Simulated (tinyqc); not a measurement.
Resistance of a tapered via with liner, size effect and interface: one step of the calculation.

A round via whose diameter grows from db at the bottom as D(z) = db + 2 z/tan(ang). The fill, of diameter D - 2 tl, starts above the bottom liner (thickness fb tl) and has rho = rho0 (1 + ks lam/(D - 2 tl)); the sidewall liner conducts in parallel with it. The bottom liner and the interface are crossed over the full area pi db^2/4. Spreading in the lines above and below is left out.

Question. Slices of the via. Slices between z0 = fb tl and hv, evaluated at their midpoints: conductance per length pi/4 [(D - 2 tl)^2/rho + (D^2 - (D - 2 tl)^2)/rl], slice resistance = slice height over that. 6 slices.

Values chosen for this exercise; fill metal close to molybdenum: diameter at the bottom db = 31 nm; height hv = 52 nm; sidewall angle ang = 89 degrees; bulk resistivity of the fill rho0 = 5.3 uohm cm; mean free path of the fill lam = 10.9 nm; size-effect factor ks = 0.8; liner on the sidewall tl = 0.1 nm; liner at the bottom over that on the sidewall fb = 1; resistivity of the liner rl = 260 uohm cm.

Wanted: z; D; rho; slice resistance.

Answer.

```
slice	z (nm)	D (nm)	rho (uohm cm)	slice resistance (ohm)
0	4.425	31.15	6.793	0.7805
1	13.07	31.46	6.779	0.7639
2	21.73	31.76	6.764	0.7478
3	30.38	32.06	6.751	0.7322
4	39.02	32.36	6.737	0.7171
5	47.67	32.66	6.724	0.7024
```

tinyqc, about 0.01 s, one thread, Intel Xeon 2.30GHz (shared host): `OMP_NUM_THREADS=1 python tinyqc.py 2750194 2750195 out.jsonl`
